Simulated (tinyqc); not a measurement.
Ellipsoidal valleys in the axes of a wafer and a channel: sweeps and comparisons. A value that a table varies takes the place of the one given here.

Valleys with axes a along x, y and z, two valleys each; inverse mass tensor w = 1/mt + (1/ml - 1/mt) a a. Device axes: z = nz/|nz|, x = nx/|nx|, y = z cross x; in them a = (ax, ay, az). Confinement mass mz = 1/w_zz. In the plane w_ij is replaced by u_ij = w_ij - w_iz w_jz/w_zz (i, j = x, y); density-of-states mass md = 1/sqrt(det u); conductivity mass along x mc = 1/u_xx; ballistic transport mass mx = u_yy/det u, width mass my = 1/u_yy.

Hard walls: E_n = c (n pi/t)^2/mz, c = hbar^2/2m0, n = 1, 2, 3. Non-degenerate share of a valley proportional to md sum_n exp(-E_n/kT); mean 1/mc = sum of share/mc. 1 nm = 10 angstrom.

Constants: hbar^2/2m0 = 3.80998211 eV angstrom^2; kB = 8.617333262e-05 eV/K.

Values chosen for the exercise (near those of the Delta valleys of Si; not measured data):
- ml = 0.927 m0 (longitudinal mass)
- mt = 0.192 m0 (transverse mass)
- t = 6.1 nm (thickness of the film)
- T = 300 K (temperature)
- nz = (1, 1, 1) (surface normal (confinement))
- nx = (1, -1, 0) (channel direction)

## Wafer and channel orientation

For each face/channel: the lowest ladder (mz, number of valleys, md, E1, share) and the mean conductivity mass over all valleys.

Results:
```
face/channel     mz  valleys     md  E1 (meV)  share  mean mc
(210)/[001]   0.525        2  0.255      19.2  0.517   0.2309
(110)/[1-10]  0.318        4  0.328      31.8  0.781   0.3941
(100)/[011]   0.927        2  0.192      10.9  0.600   0.2282
(111)/[1-10]  0.261        6  0.362      38.7  1.000   0.2996
(112)/[11-1]  0.407        2  0.290      24.8  0.465   0.3331
(111)/[11-2]  0.261        6  0.362      38.7  1.000   0.2996
(001)/[100]   0.927        2  0.192      10.9  0.600   0.2282
```

The mean conductivity mass is lowest, 0.2282, for (100)/[011] and (001)/[100] and highest, 0.3941, for (110)/[1-10]; the bulk value is 0.2610. The confinement energy is lowest on the face with the heaviest mz ((100), 11 meV). The density of states of the lowest ladder, valleys times md, runs between 0.384 and 2.171; a small value limits the charge through the quantum capacitance.

## What each parameter does

Lowest E1, its share and the mean conductivity mass. Each row changes one parameter from the base and keeps the others.

Results:
```
case           lowest E1 (meV)   share  mean mc (m0)
base                     38.72  1.0000        0.2996
ml = 1.02 m0             38.39  1.0000        0.3052
mt = 0.173 m0            42.58  1.0000        0.2755
t = 6.71 nm              32.00  1.0000        0.2996
T = 270 K                38.72  1.0000        0.2996
```

The largest shifts from the base row, up to three for each result and ties (the steps differ in size, so this ranks the rows, not the parameters). lowest E1 (meV): t -6.72, mt +3.85, ml -0.33; unchanged at the printed digits by T. share: unchanged at the printed digits by ml, mt, t and T. mean mc (m0): mt -0.0242, ml +0.0056; unchanged at the printed digits by t and T.

tinyqc: `OMP_NUM_THREADS=1 python tinyqc.py 1881031 1881032 out.jsonl`; about 0.01 s, one thread, shared Intel(R) Xeon(R) Processor @ 2.30GHz.
